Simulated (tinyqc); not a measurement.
Donor binding, ionisation and the Mott limit: two steps of the calculation.

Hydrogenic donor: Ry = (m0 q^3/(8 eps0^2 h^2)) me/eps_r^2 in eV, E0 = cc Ry, radius a = q/(8 pi eps0 eps_r E0), Mott density Nm = (0.26/a)^3. Below Nm the level sinks as Ed = E0 [1 - (N/Nm)^(1/3)]. Neutrality: Nc F12(eta) = N/(1 + 2 exp(eta + Ed/kB T)), F12(x) = (2/sqrt(pi)) int_0^infinity sqrt(u)/(1 + exp(u - x)) du.

Inputs (values chosen for the exercise); band and dielectric values close to those of silicon:

| symbol | value | unit | meaning |
|---|---|---|---|
| T | 200 | K | temperature |
| eps_r | 11.9 |  | relative permittivity |
| me | 0.257 | m0 | mass in the hydrogenic formula, set independently of Nc |
| Nc | 1.52e19 | cm^-3 | conduction-band density of states at 200 K |
| cc | 1.9 |  | ratio of the true binding energy to the hydrogenic one |
| N | 1.6e17 | cm^-3 | donor density |

Constants: q = 1.602176634e-19 C, kB = 1.380649e-23 J/K, eps0 = 8.8541878128e-12 F/m, h = 6.62607015e-34 J s, m0 = 9.1093837015e-31 kg, Vt = kB T/q. Results are converted to the units shown.

Problem 1. Binding energy, radius and Mott density. The mean spacing of the donors is N^(-1/3).

Give: Ry; E0; a; Nm; spacing over a; Ed.

Solution 1.

Ry = 24.692 meV
E0 = 46.915 meV
a = 1.2896 nm
Nm = 8.1948e18 cm^-3
spacing over a = 14.283
Ed = 34.282 meV

Problem 2. Ionisation. Solve the neutrality equation for eta. Boltzmann form: with k = (Nc/2) exp(-Ed/kB T) the ionised share is [-k + sqrt(k^2 + 4 k N)]/(2 N).

Ed = 34.282141 meV

Find: eta; ionised share; n; ionised share, Boltzmann form.

Solution 2.

eta = -4.678
ionised share = 88.04 %
n = 1.409e17 cm^-3
ionised share, Boltzmann form = 88.07 %

With the level held at E0 the share would be 79.6 %.

Range of the model: A sharp level with degeneracy 2 overstates freeze-out near Nm, where the impurity band broadens and merges with the conduction band.

Computed by the program tinyqc: `OMP_NUM_THREADS=1 python tinyqc.py 2330084 2330085 out.jsonl`, one thread of a shared Intel Xeon 2.30GHz, about 0.01 s for the whole run.
